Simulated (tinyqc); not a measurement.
# Thermal resistances of a two-die stack

Problem. Heat leaves through the lower die only, and the system is linear. Find the resistance R1 from the lower die to the coolant, R2 between the dies, and the rise of the upper die when both are powered.

Values chosen for this exercise: power of the lower die P1 = 25 W; power of the upper die P2 = 5.7 W.

rises of the lower and upper die with only the lower one powered (K): [13.75, 13.75]
rises of the lower and upper die with only the upper one powered (K): [3.135, 4.104]

Answer. With only the lower die powered no heat crosses R2, so both dies rise by P1 R1; the difference in the second test is P2 R2; rises add.

R1 = 0.550 K/W
R2 = 0.170 K/W
rise of the upper die = 17.9 K

Program tinyqc, `OMP_NUM_THREADS=1 python tinyqc.py 2162220 2162221 out.jsonl`; Intel Xeon 2.30GHz, shared host, one thread, about 0.04 s.
